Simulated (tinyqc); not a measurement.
Composition and strain of an epitaxial Si(1-x)Ge(x) layer from Raman and X-ray peaks: one step, computed by the program tinyqc.

A (001) layer, biaxially strained in the plane. The Raman peaks follow empirical lines omega = w0 + c1 x + c3 x^3 + b eps (c3 for Si-Ge alone), with eps the in-plane strain.

Problem. Lattice constants and strain. Relaxed lattice constant a(x) = a_Si + (a_Ge - a_Si) x - B x (1 - x). In-plane constant a_par = a_sub + R (a(x) - a_sub); eps = a_par/a(x) - 1; eps_perp = -(2 C12/C11) eps with 2 C12/C11 linear in x; a_perp = a(x) (1 + eps_perp).

Inputs (values chosen for the exercise, modelled on silicon-germanium):
```
quantity                value      unit
Ge fraction x             0.4         -
degree of relaxation R   0.34         -
lattice constant of Si  5.431  angstrom
lattice constant of Ge  5.658  angstrom
bowing B                0.025  angstrom
2 C12/C11 of Si         0.772         -
2 C12/C11 of Ge         0.751         -
```

Substrate: silicon.

Give: relaxed constant a(x); substrate constant a_sub; a_par; in-plane strain eps; strain along the normal; a_perp.

Solution.

relaxed constant a(x) = 5.5158 angstrom

substrate constant a_sub = 5.431 angstrom

a_par = 5.459832 angstrom

in-plane strain eps = -10.15 per mille

strain along the normal = 7.748 per mille

a_perp = 5.559 angstrom

The layer is under compression in the plane and is stretched along the normal.
